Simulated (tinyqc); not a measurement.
## Doping from resistivity

Question. A uniform, uncompensated and fully ionised sample has rho = 1/(q N mu), mu = m1 + (m2 (T/300 K)^(-bt) - m1)/(1 + (N/Nr)^am). Find N, mu and the diffusion coefficient mu Vt.

Values chosen for this exercise: temperature T = 250 K; mobility limit at high doping m1 = 148 cm^2/(V s); mobility limit at low doping, at 300 K m2 = 3800 cm^2/(V s); reference doping of the mobility law Nr = 2.59e17 cm^-3; exponent of the mobility law am = 0.572; temperature exponent of m2 bt = 2.4.

Constants: q = 1.602176634e-19 C, kB = 1.380649e-23 J/K, Vt = kB T/q. Results are converted to the units shown.

resistivity = 0.34710821 ohm cm

Solution. With am below 1 the product N mu rises steadily with N, so one doping matches; it is found by iterating N = 1/(q rho mu(N)).

N = 3.300e15 cm^-3
mu = 5449 cm^2/(V s)
diffusion coefficient = 117.4 cm^2/s

Numbers from tinyqc (`OMP_NUM_THREADS=1 python tinyqc.py 2110152 2110153 out.jsonl`; about 0.01 s on one thread of a shared Intel Xeon 2.30GHz).
